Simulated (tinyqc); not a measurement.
# Front-illuminated p-i-n photodiode, quantum efficiency and bandwidth: two studies

Light enters through a p layer (0 to xp), a depleted layer (xp to xp + wi) and a thick n substrate, decaying as exp(-al x); one pass, no back reflection. Carriers made in the depleted layer are all collected; those in the neutral layers diffuse.

Inputs (values chosen for the exercise); values close to those of gallium arsenide at this wavelength:
- lam = 850 nm (wavelength)
- al = 9620 1/cm (absorption coefficient)
- Rf = 0.3 (reflectance of the front face)
- eps_r = 12.9 (relative permittivity)
- xp = 0.93 um (thickness of the front p layer)
- wi = 0.49 um (thickness of the depleted layer)
- Dn = 59 cm^2/s (electron diffusion coefficient in the p layer)
- Ln = 2.6 um (electron diffusion length in the p layer)
- S = 5e5 cm/s (recombination velocity of the front surface)
- Lp = 5.5 um (hole diffusion length in the thick n substrate)
- ve = 8.2e6 cm/s (electron drift velocity)
- vh = 5.56e6 cm/s (hole drift velocity)
- dia = 87 um (diameter)
- RL = 50 ohm (load resistance)
- Cp = 60 fF (parasitic capacitance)

Constants: q = 1.602176634e-19 C, h = 6.62607015e-34 J s, c = 299792458 m/s, eps0 = 8.8541878128e-14 F/cm where lengths are in cm. Results are converted to the units shown.

Each table varies one quantity; the others keep the values above.

## Efficiency and bandwidth against the thickness of the depleted layer

k = al Ln, s = S Ln/Dn, e = exp(-al xp); front layer f1 = (k/(k^2 - 1)) {[s + k - e (s cosh(xp/Ln) + sinh(xp/Ln))]/[s sinh(xp/Ln) + cosh(xp/Ln)] - k e}; depleted layer f2 = e (1 - exp(-al wi)); substrate f3 = e exp(-al wi) al Lp/(1 + al Lp); external efficiency (1 - Rf)(f1 + f2 + f3); responsivity = efficiency q lam/(h c). Drift response for pairs made in the depleted layer, a = al wi, g = 1 - exp(-a), u = 2 pi i f, te = wi/ve, th = wi/vh: electrons He = [g - a (exp(-a) - exp(-u te))/(u te - a)]/(u te g), holes Hh = [g - a (1 - exp(-a - u th))/(a + u th)]/(u th g); C = eps0 eps_r pi (dia/2)^2/wi + Cp; total |He + Hh|/sqrt(1 + (2 pi f RL C)^2), for the current of the depleted layer alone. Limits are the frequencies at which each factor falls to 1/sqrt(2); inverse-square sum (f_transit^-2 + f_RC^-2)^(-1/2); the diffusion currents f1 and f3 are left out of the bandwidth.

Efficiency and bandwidth against the thickness of the depleted layer:

| wi (um) | f2 | f1 + f3 | responsivity (A/W) | transit limit (GHz) | RC limit (GHz) | 3 dB bandwidth (GHz) | inverse-square sum (GHz) | bandwidth x (1 - Rf) f2 (GHz) |
|---|---|---|---|---|---|---|---|---|
| 0.061 | 0.02330 | 0.7530 | 0.3726 | 585.4 | 0.2844 | 0.2844 | 0.2844 | 0.004638 |
| 0.1 | 0.03749 | 0.7411 | 0.3736 | 358.0 | 0.4647 | 0.4647 | 0.4647 | 0.01219 |
| 0.17 | 0.06167 | 0.7207 | 0.3755 | 211.6 | 0.7852 | 0.7851 | 0.7852 | 0.03389 |
| 0.29 | 0.09951 | 0.6889 | 0.3784 | 125.1 | 1.326 | 1.325 | 1.325 | 0.09232 |
| 0.49 | 0.1536 | 0.6434 | 0.3825 | 74.98 | 2.202 | 2.200 | 2.201 | 0.2366 |
| 0.82 | 0.2230 | 0.5850 | 0.3878 | 45.71 | 3.584 | 3.569 | 3.573 | 0.5572 |
| 1.4 | 0.3024 | 0.5182 | 0.3938 | 27.58 | 5.841 | 5.669 | 5.714 | 1.200 |
| 2.3 | 0.3640 | 0.4664 | 0.3985 | 17.32 | 8.961 | 7.729 | 7.959 | 1.969 |
| 3.9 | 0.3992 | 0.4369 | 0.4012 | 10.39 | 13.60 | 7.948 | 8.256 | 2.221 |

Read the table: what changes, and by how much?

As wi goes from 0.061 to 3.9, the responsivity rises from 0.373 to 0.401 A/W and the bandwidth rises from 0.284 to 7.95 GHz. The RC limit is the lower one for wi = 0.061, 0.1, 0.17, 0.29, 0.49, 0.82, 1.4, 2.3, the transit limit elsewhere. Adding inverse squares of the two limits is within 3.9 % of the full result. The product of bandwidth and fast efficiency rises from 0.00464 to 2.22 GHz. In every row the diffusion currents exceed 0.3 of the drift current; their own response times, left out, may then shape the whole response.

## Efficiency and bandwidth against the absorption coefficient

Same model as above.

lam is held fixed while al varies.

The same in every row: RC limit (GHz) = 2.202.

Efficiency and bandwidth against the absorption coefficient:

| al (1/cm) | f2 | f1 + f3 | responsivity (A/W) | transit limit (GHz) | 3 dB bandwidth (GHz) | inverse-square sum (GHz) | bandwidth x (1 - Rf) f2 (GHz) |
|---|---|---|---|---|---|---|---|
| 30 | 0.001465 | 0.01828 | 0.009475 | 72.57 | 2.200 | 2.201 | 0.002256 |
| 90 | 0.004364 | 0.05289 | 0.02748 | 72.59 | 2.200 | 2.201 | 0.006721 |
| 300 | 0.01419 | 0.1566 | 0.08196 | 72.64 | 2.200 | 2.201 | 0.02186 |
| 900 | 0.03968 | 0.3521 | 0.1880 | 72.80 | 2.200 | 2.201 | 0.06111 |
| 3000 | 0.1034 | 0.5889 | 0.3322 | 73.33 | 2.200 | 2.201 | 0.1593 |
| 9000 | 0.1544 | 0.6442 | 0.3833 | 74.83 | 2.200 | 2.201 | 0.2378 |
| 30000 | 0.04730 | 0.6366 | 0.3282 | 79.24 | 2.201 | 2.201 | 0.07286 |
| 90000 | 2.289e-4 | 0.5860 | 0.2813 | 82.51 | 2.201 | 2.201 | 3.526e-4 |
| 3e5 | 7.642e-13 | 0.5500 | 0.2640 | 76.30 | 2.201 | 2.201 | 1.177e-12 |

Read the table: what changes, and by how much?

As al goes from 30 to 3e5, the responsivity goes from 0.00947 through a maximum of 0.383 (at al = 9000 among the rows listed) to 0.264 A/W and the bandwidth stays near 2.20 GHz. The RC limit is the lower one in every row. Adding inverse squares of the two limits is within 0.018 % of the full result. Strong absorption puts the pairs into the front layer, where they must diffuse against surface loss; weak absorption lets light pass beyond a diffusion length of the junction. In every row the diffusion currents exceed 0.3 of the drift current; their own response times, left out, may then shape the whole response.

tinyqc, about 0.01 s, one thread, Intel Xeon 2.30GHz (shared host): `OMP_NUM_THREADS=1 python tinyqc.py 2250003 2250004 out.jsonl`
